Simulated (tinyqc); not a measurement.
Thermionic-field emission through a Schottky barrier, WKB: current against forward bias.

Metal on an n-type semiconductor with one parabolic valley; V > 0 is forward bias (metal positive). Energies E are counted from the conduction edge of the neutral semiconductor, whose Fermi level lies at -xi; that of the metal lies at -xi - V. The barrier is a parabola of height Vd = phi - xi - V (depletion approximation, no image force).

Nc = 2 (2 pi me m0 kB T/h^2)^1.5 (times 1e-6 for cm^-3); Nd = Nc F12(-xi/Vt), F12(x) = (2/sqrt(pi)) int_0^infinity sqrt(u)/(1 + exp(u - x)) du; E00 = (hbar/2) sqrt(Nd/(me m0 eps0 eps_r)) in SI units (volts). For E < Vd, ln T(E) = -(Vd/E00) [sqrt(1 - y) - y ln((1 + sqrt(1 - y))/sqrt(y))], y = E/Vd; T(E) = 1 above. J = A* T (q/kB) int_0^infinity T(E) N(E) dE, N = ln[(1 + exp((-xi - E)/Vt))/(1 + exp((-xi - V - E)/Vt))], A* = 4 pi q me m0 kB^2/h^3 (times 1e-4 for A/(cm^2 K^2)). The integral is converged to the digits shown; the share over the barrier is that of E > Vd, and 0 means below 1e-6 %. n = (dV/d ln J)/Vt.

Inputs (values chosen for the exercise); band and dielectric values close to those of gallium arsenide:

| symbol | value | unit | meaning |
|---|---|---|---|
| T | 300 | K | temperature |
| me | 0.0679 | m0 | electron mass |
| eps_r | 12.7 |  | relative permittivity |
| phi | 0.75 | eV | barrier height seen from the metal |
| Nd | 1.2e19 | cm^-3 | donor density |

Constants: q = 1.602176634e-19 C, kB = 1.380649e-23 J/K, eps0 = 8.8541878128e-12 F/m, hbar = 1.054571817e-34 J s, h = 6.62607015e-34 J s, m0 = 9.1093837015e-31 kg, Vt = kB T/q. Results are converted to the units shown.

Result of one run:
```
J (A/cm^2)  share over the barrier (%)  mean E/Vd      n
4.016e5                        8.00e-4     0.3545  3.351
```

Which bias V gave this result: 0.235, 0.366, 0.431 or 0.562 V?

V = 0.431 V.

The whole series:
```
V (V)  J (A/cm^2)  share over the barrier (%)  mean E/Vd      n
0.103        6803                           0     0.2622  2.524
0.169     1.697e4                           0     0.2704  2.989
0.235     3.889e4                     4.21e-6     0.2853  3.145
0.3       8.566e4                     2.36e-5     0.3044  3.217
0.366     1.880e5                     1.38e-4     0.3276  3.279
0.431     4.016e5                     8.00e-4     0.3545  3.351
0.497     8.517e5                     4.85e-3     0.3873  3.446
0.562     1.745e6                      0.0292     0.4264  3.574
```

J rises from 6800 to 1.74e6 A/cm^2, and n rises from 2.52 to 3.57. The Padovani-Stratton slope is (E00/Vt) coth(E00/Vt) = 2.70; the middle row is 21 % above it.

Range of the model: The depletion approximation, a parabolic band and the neglect of image-force lowering make these currents estimates at high doping.

Numbers from tinyqc (`OMP_NUM_THREADS=1 python tinyqc.py 2640145 2640146 out.jsonl`; about 0.06 s on one thread of a shared Intel Xeon 2.30GHz).
